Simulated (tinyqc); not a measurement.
# Saturation velocity and mobility from two gate lengths

Question. Isat = Cox vsat Vg (x - 1)/(x + 1) per width, x = sqrt(1 + 2 mu Vg/(m vsat L)), with no series resistance and the same overdrive Vg and mu at both lengths. Find vsat and mu.

Inputs (values chosen for the exercise): gate capacitance Cox = 1.86 uF/cm^2; body factor m = 1.44.

Vg = 1.81 V
Isat at L = 1 and 5 um (uA/um): 209.32202  48.584874

Solution. The ratio of the currents depends on c = 2 mu Vg/(m vsat) alone and falls steadily from L2/L1 to 1 as c grows, so it fixes c; either current then gives vsat.

vsat = 6.80e6 cm/s
mu = 120 cm^2/(V s)

Computed by the program tinyqc: `OMP_NUM_THREADS=1 python tinyqc.py 2500124 2500125 out.jsonl`, one thread of a shared Intel Xeon 2.30GHz, about 0.01 s for the whole run.
